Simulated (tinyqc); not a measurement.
Across the gap: metal-induced gap states at the contact of a metal chain and a two-band chain.

The semiconductor alternates sites A at -Eg/2 and C at +Eg/2 with hopping -t; the gap runs from -Eg/2 to Eg/2. In the gap cosh(q a) = 1 + (Eg^2/4 - E^2)/(2 t^2) and the amplitude changes by -exp(-q a) a period. The metal has site energy 0 and hopping -tm; its end site has g_m = (E - i sqrt(4 tm^2 - E^2))/(2 tm^2). Sites 1, 2, ... count into the semiconductor, with energies e1, e2 alternating. The clean half chain has g1 = 1/(E - e1 - t^2 g2), g2 = 1/(E - e2 - t^2 g1), decaying root. With the contact G11 = 1/(1/g1 - tc^2 g_m), and the density on site j is -Im G_jj/pi = |psi_j/psi_1|^2 (-Im G11/pi), per spin, with psi_2/psi_1 = -t g2, psi_3/psi_2 = -t g1.

Inputs chosen for the exercise (gap and optical dielectric constant near those of SiC; the chain itself is a model; not measured data): Eg = 3.16 eV (gap); t = 2.89 eV (hopping in the semiconductor); tm = 2.12 eV (hopping in the metal); tc = 2.27 eV (hopping across the contact); end = A (site that touches the metal); a = 3.08 angstrom (period (two sites); one chain for each area a^2).

E = f Eg. Share on C: the part of the summed density that lies on C sites, whose orbitals make the conduction edge.

Gap states:
```
f      E (eV)  xi = 1/(2q) (angstrom)  D1 (1/eV)  D2 (1/eV)  sum (1/eV)  share on C
-0.48  -1.517                   10.07     0.1050     0.0018      0.4054       0.017
-0.40  -1.264                    4.72     0.0836     0.0067      0.1882       0.074
-0.30  -0.948                    3.55     0.0681     0.0110      0.1363       0.139
-0.15  -0.474                    2.99     0.0515     0.0166      0.1057       0.243
0.00    0.000                    2.85     0.0382     0.0223      0.0916       0.368
0.15    0.474                    2.99     0.0264     0.0293      0.0865       0.526
0.30    0.948                    3.55     0.0152     0.0394      0.0940       0.722
0.40    1.264                    4.72     0.0077     0.0503      0.1210       0.867
0.48    1.517                   10.07     0.0016     0.0683      0.2654       0.977
```

The decay length xi of the density is shortest at mid-gap, 2.85 angstrom, and grows to 10.1 near the edges. The summed density is least at f = 0.15 (0.0865) and largest at f = -0.48 (0.4054 1/eV). The share on C goes from 0.02 to 0.98 and passes one half near f = +0.125, a point that depends on which site ends the chain. The states turn from valence-like to conduction-like across the gap; the branch point, where the decay is fastest, lies at mid-gap in this symmetric chain and is the usual estimate of the neutrality level.

Program tinyqc; command `OMP_NUM_THREADS=1 python tinyqc.py 1482518 1482519 out.jsonl`; about 0.01 s on one thread of a shared Intel(R) Xeon(R) Processor @ 2.30GHz.
